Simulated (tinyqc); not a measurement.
# Electron mobility in a silicon inversion layer, empirical terms and Matthiessen rule: effect of the temperature

Inversion layer of sheet density Ns on a uniformly doped body. The mobility terms are empirical power laws with prefactors chosen for the exercise; adding their inverses (Matthiessen) is itself an approximation.

Nc and Nv are given at 300 K and scale as (T/300 K)^1.5; Eg is fixed. ni = sqrt(Nc Nv) exp(-Eg/(2 Vt)), Eg in volts; Ndep = sqrt(2 eps0 eps_r Nb (2 Vt ln(Nb/ni) + Vsb)/q); E = q (Ndep + eta Ns)/(eps0 eps_r), in MV/cm. With t = T/(300 K): muC = Ac (Ns/1e12 cm^-2) t/(Nb/1e17 cm^-3 + Nit/1e11 cm^-2), muP = Ap E^(-1/3) t^(-1.75), muS = As E^(-gs); 1/mu is the sum of the inverses.

Inputs (values chosen for the exercise); material values close to those of silicon: band gap Eg = 1.13 eV; relative permittivity of the semiconductor eps_r = 11.8; conduction-band density of states at the reference temperature Nc = 2.82e19 cm^-3; valence-band density of states at the reference temperature Nv = 2.64e19 cm^-3; body doping Nb = 1.9e17 cm^-3; reverse body bias Vsb = 0 V; weight of the inversion charge in the effective field eta = 0.5; phonon-limited mobility at 1 MV/cm and 300 K Ap = 406 cm^2/(V s); roughness-limited mobility at 1 MV/cm As = 701 cm^2/(V s); exponent of the roughness term gs = 2; Coulomb prefactor Ac = 2300 cm^2/(V s); charge at the interface Nit = 4.1e10 cm^-2; inversion density Ns = 2.7e12 cm^-2.

Constants: q = 1.602176634e-19 C, kB = 1.380649e-23 J/K, Vt = kB T/q, eps0 = 8.8541878128e-14 F/cm where lengths are in cm. Results are converted to the units shown.

Result of one run:

| E (MV/cm) | muC (cm^2/(V s)) | muP (cm^2/(V s)) | muS (cm^2/(V s)) | mu (cm^2/(V s)) |
|---|---|---|---|---|
| 0.4460 | 1792 | 1080 | 3525 | 565.8 |

Which temperature T gave this result: 200, 250, 300, 350 or 450 K?

T = 200 K.

The whole series:

| T (K) | E (MV/cm) | muC (cm^2/(V s)) | muP (cm^2/(V s)) | muS (cm^2/(V s)) | mu (cm^2/(V s)) |
|---|---|---|---|---|---|
| 120 | 0.4550 | 1075 | 2624 | 3385 | 622.5 |
| 160 | 0.4507 | 1434 | 1591 | 3451 | 618.9 |
| 200 | 0.4460 | 1792 | 1080 | 3525 | 565.8 |
| 250 | 0.4395 | 2240 | 734.7 | 3629 | 480.0 |
| 300 | 0.4326 | 2688 | 536.8 | 3746 | 399.7 |
| 350 | 0.4251 | 3136 | 412.3 | 3878 | 333.1 |
| 400 | 0.4172 | 3584 | 328.4 | 4028 | 280.0 |
| 450 | 0.4086 | 4032 | 269.1 | 4198 | 238.0 |

As T goes from 120 to 450 K, E falls from 0.455 to 0.409 MV/cm and mu falls from 622 to 238 cm^2/(V s). The smallest term is the Coulomb one in the first row and the phonon one in the last. For T = 120 to 160 K dopant freeze-out and degenerate screening, left out here, matter.

Program tinyqc, `OMP_NUM_THREADS=1 python tinyqc.py 2510138 2510139 out.jsonl`; Intel Xeon 2.30GHz, shared host, one thread, about 0.01 s.
